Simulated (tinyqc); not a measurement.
A chain with two barriers and dephasing by Buettiker voltage probes: effect of the dephasing strength.

Sites 1 to 3 form a chain with hopping -t. Lead L joins site 1 and lead R site 3, both semi-infinite chains with hopping -t and site energy 0. Every site carries a probe with self-energy -i Gamma_p/2 that draws no net current. Linear response at zero temperature: mu_L = 1, mu_R = 0 in units of the bias.

Sigma = t^2 g(E), g(x) = (x - i sqrt(4 t^2 - x^2))/(2 t^2) for |x| < 2 t and (x - sign(x) sqrt(x^2 - 4 t^2))/(2 t^2) otherwise; Gamma = -2 Im Sigma; G = (E - H - Sigma_L - Sigma_R + i Gamma_p/2)^(-1). With Gamma the broadening by one lead, T_RL = Gamma^2 |G_(3,1)|^2, T_pL = Gamma Gamma_p |G_(p,1)|^2, T_pR = Gamma Gamma_p |G_(p,3)|^2, T_pq = Gamma_p^2 |G_(p,q)|^2 for p != q. No current into probe p: W mu = T_pL with W_pp = T_pL + T_pR + sum_q T_pq and W_pq = -T_pq. Then T_eff = T_RL + sum_p T_pR mu_p, and the resistance is (h/2q^2)/T_eff. Without probes means Gamma_p = 0.

Parameters, values chosen for the exercise: hopping (matrix element -t) t = 1 eV; site energies 1 to N U = [3.2, 0, 2.1] eV; Fermi energy E = -1.18 eV.

Constants: q = 1.602176634e-19 C, h = 6.62607015e-34 J s. Results are converted to the units shown.

Effect of the dephasing strength:

| gp (eV) | T_RL | through probes | T_eff | resistance (kohm) |
|---|---|---|---|---|
| 0.01 | 0.05927 | 0.002561 | 0.06183 | 208.7 |
| 0.018 | 0.05888 | 0.004593 | 0.06347 | 203.3 |
| 0.032 | 0.05819 | 0.008115 | 0.06630 | 194.7 |
| 0.056 | 0.05698 | 0.01404 | 0.07102 | 181.7 |
| 0.1 | 0.05473 | 0.02447 | 0.07920 | 163.0 |
| 0.18 | 0.05056 | 0.04184 | 0.09240 | 139.7 |
| 0.32 | 0.04341 | 0.06686 | 0.1103 | 117.0 |
| 0.56 | 0.03267 | 0.09489 | 0.1276 | 101.2 |
| 1 | 0.01923 | 0.1146 | 0.1338 | 96.48 |
| 1.8 | 0.008054 | 0.1133 | 0.1214 | 106.3 |

Without probes the transmission is 0.0598. T_eff goes from 0.0618 through a maximum of 0.134 (at gp = 1 eV among the rows listed) to 0.121; the direct part falls from 0.0593 to 0.00805 and the part through probes goes from 0.00256 through a maximum of 0.115 (at gp = 1 eV among the rows listed) to 0.113. Weak dephasing raises T_eff here: the incoherent path through the probes gains more than the direct part loses.

Numbers from tinyqc (`OMP_NUM_THREADS=1 python tinyqc.py 2700132 2700133 out.jsonl`; about 0.01 s on one thread of a shared Intel Xeon 2.30GHz).
